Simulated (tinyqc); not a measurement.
Inside a calculation. Model: single-oscillator infrared dielectric function of a polar cubic crystal. Computed by tinyqc, a small Python program that keeps every step. Command: `OMP_NUM_THREADS=1 python tinyqc.py 3021675 3021676 out.jsonl infrared walk`. One thread of a shared host (Intel(R) Xeon(R) Processor @ 2.30GHz), about 0.01 s of CPU time with the checks. Intermediate numbers are printed to about 6 digits and carried at full precision; extremes and crossings named in words are read from the listed rows.

One ion pair, charges +Z* and -Z*, in a cell of volume Omega = a^3/4. Frequencies omega are given as wavenumbers (1/cm); eps_s is the static dielectric constant.

Inputs (values chosen for the exercise, modelled on gallium phosphide):
```
quantity                      value        unit
lattice constant a            5.451    angstrom
mass M_A                      69.72           u
mass M_B                      30.97           u
omega_TO                        365        1/cm
Born charge Z*                 2.12           e
eps_inf                        9.31           -
phonon damping gamma            2.6        1/cm
probe frequency / omega_TO      1.4           -
carrier density N           6.5e+18      1/cm^3
carrier mass m*                 0.3         m_0
carrier mobility                300  cm^2/(V s)
```

Structure: zinc blende. Free carriers: present.

Constants: nu for 1 eV/(angstrom^2 u) = 15.6333042 THz; 1 THz = 33.35640952 1/cm; e^2/(4 pi eps_0) = 14.39964548 eV angstrom; e = 1.602176634e-19 C; eps_0 = 8.8541878128e-12 F/m; m_0 = 9.1093837015e-31 kg; c = 299792458 m/s.

## LO frequency and static constant from the Born charge

mu = M_A M_B/(M_A + M_B); ionic plasma term W^2 = 4 pi Z*^2 (e^2/(4 pi eps_0))/(Omega mu) in eV/(angstrom^2 u), turned into 1/cm by W = 15.6333042 x 33.35640952 x sqrt(W^2); omega_LO^2 = omega_TO^2 + W^2/eps_inf; eps_s = eps_inf + W^2/omega_TO^2; Szigeti charge 3 Z*/(eps_inf + 2); longitudinal (Callen) charge Z*/eps_inf.

reduced mass mu = 21.4443 u

W = 504.669 1/cm

omega_LO = 400.726 1/cm

eps_s = 11.2217

Szigeti charge = 0.562334 e

Callen charge = 0.227712 e

omega_LO/omega_TO = 1.098; the ions supply 17 % of eps_s.

## Plasma frequency and its damping

omega_p^2 = N e^2/(eps_0 eps_inf m*), gamma_p = e/(m* x mobility), both divided by 2 pi c (c in cm/s) to give 1/cm. m* is held constant, though in narrow-gap crystals it rises with N at high doping.

omega_p = 456.891 1/cm

gamma_p = 103.748 1/cm

## Coupled plasmon-LO modes

Without damping eps(omega) = 0 gives omega^4 - (omega_LO^2 + omega_p^2) omega^2 + omega_p^2 omega_TO^2 = 0, with roots L- and L+.

lower coupled mode L- = 324.579 1/cm

upper coupled mode L+ = 513.789 1/cm

omega_p is within a factor 2 of omega_LO; the modes mix most strongly where the two are close.

## Coupled modes against carrier density

omega_p^2 = N e^2/(eps_0 eps_inf m*), divided by 2 pi c; the limits are omega_p sqrt(eps_inf/eps_s) for L- at small N and omega_p for L+ at large N.

Frequencies (1/cm):
```
N (1/cm^3)  omega_p       L-       L+  omega_p sqrt(eps_inf/eps_s)
1.00e+16     17.921   16.320  400.795                       16.323
3.00e+16     31.040   28.258  400.932                       28.272
1.00e+17     56.670   51.529  401.420                       51.618
3.00e+17     98.156   88.928  402.875                       89.405
1.00e+18    179.207  160.019  408.767                      163.230
3.00e+18    310.396  260.587  434.766                      282.723
1.00e+19    566.703  342.712  603.558                      516.179
3.00e+19    981.558  359.160  997.518                      894.048
```

L+ starts at 400.8 (omega_LO = 400.7) and L- ends at 359.2 (omega_TO = 365.0); neither enters the band between omega_TO and omega_LO. omega_p passes omega_LO between N = 3e18 and 1e19 per cm^3, where the modes repel each other. At the lowest N, L- is 1.000 of the plasmon screened by eps_s.

## Optical constants at the probe frequency

eps(omega) = eps_inf + W^2/(omega_TO^2 - omega^2 - i gamma omega) - eps_inf omega_p^2/(omega^2 + i gamma_p omega); n + i k = sqrt(eps) with k >= 0; R = |(n + i k - 1)/(n + i k + 1)|^2 at normal incidence from vacuum. omega is the probe ratio times omega_TO. Intensity decays over 1/(4 pi omega k); the loss function is Im(-1/eps).

omega = 511 1/cm

Re eps = 0.170747

Im eps = 1.47195

n = 0.909001

k = 0.809652

reflectivity R = 0.154383

penetration depth of the intensity = 1.92340 micrometre

loss function = 0.670351

Re eps lies between 0 and 1, just above a longitudinal mode, where n falls below 1.

## Spectrum around the optical phonon

The loss function is Im(-1/eps).

Spectrum:
```
omega (1/cm)    Re eps    Im eps          R  Im(-1/eps)
182           -32.4283   25.2549   0.819955   0.0149490
310           -2.01918   6.23528   0.429926    0.145156
354            26.8006   7.88305   0.468871   0.0101011
365           -4.18727   272.214   0.843764  0.00367271
374           -41.0835   9.06032   0.936814  0.00511899
383           -21.8466   4.73497   0.917310  0.00947574
394           -13.9436   3.62018   0.882505   0.0174441
401           -11.2406   3.27946   0.858435   0.0239192
409           -9.07684   3.00215   0.829614   0.0328456
425           -6.21479   2.60403   0.766426   0.0573517
461           -2.60509   2.00735   0.571523    0.185592
601            2.96804  0.909594  0.0816121   0.0943894
1000           7.09341  0.200363   0.206282  0.00397888
```

R peaks among these rows at 374 per cm with 0.94 and is lowest, 0.082, at 601; far above omega_LO it tends to ((sqrt(eps_inf) - 1)/(sqrt(eps_inf) + 1))^2 = 0.256. Im eps is largest at 365 and the loss function at 461; the free carriers add absorption and shift the longitudinal modes. Re eps is negative in some rows, where R averages 0.79.

Checks made by the program: Lyddane-Sachs-Teller relation eps_s/eps_inf = (omega_LO/omega_TO)^2 (relative difference below 1e-10); L- L+ = omega_p omega_TO (relative difference below 1e-10).
